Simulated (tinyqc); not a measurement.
CIS on RHF in the sto-6g basis, for H4, spin multiplicity 1, step by step. One step of it, computed by the program tinyqc.

Question. CIS matrix, triplets. A(ia,jb) = (e_a - e_i) d_ij d_ab - (ij|ab).

orbital energies (hartree): MO1 -0.572692, MO2 -0.422502, MO3 0.411244, MO4 0.589394

Two-electron integrals over orbitals (pq|rs), unique and non-zero (hartree):
```
(11|11) 0.456504   (21|21) 0.183248   (22|11) 0.458611   (22|22) 0.468829
(31|31) 0.104075   (32|32) 0.089414   (33|11) 0.446350   (33|22) 0.451305
(33|33) 0.456857   (41|32) 0.087216   (41|41) 0.085100   (42|31) 0.108748
(42|42) 0.116800   (43|21) 0.182382   (43|43) 0.199531   (44|11) 0.453711
(44|22) 0.463543   (44|33) 0.465833   (44|44) 0.478706
```

Give: CIS matrix A, triplet.

Answer.

CIS matrix A, triplet (hartree), order 1>3, 1>4, 2>3, 2>4:
$$\begin{pmatrix}
0.5376 & 0.0000 & 0.0000 & -0.1824 \\
0.0000 & 0.7084 & -0.1824 & 0.0000 \\
0.0000 & -0.1824 & 0.3824 & 0.0000 \\
-0.1824 & 0.0000 & 0.0000 & 0.5484
\end{pmatrix}$$
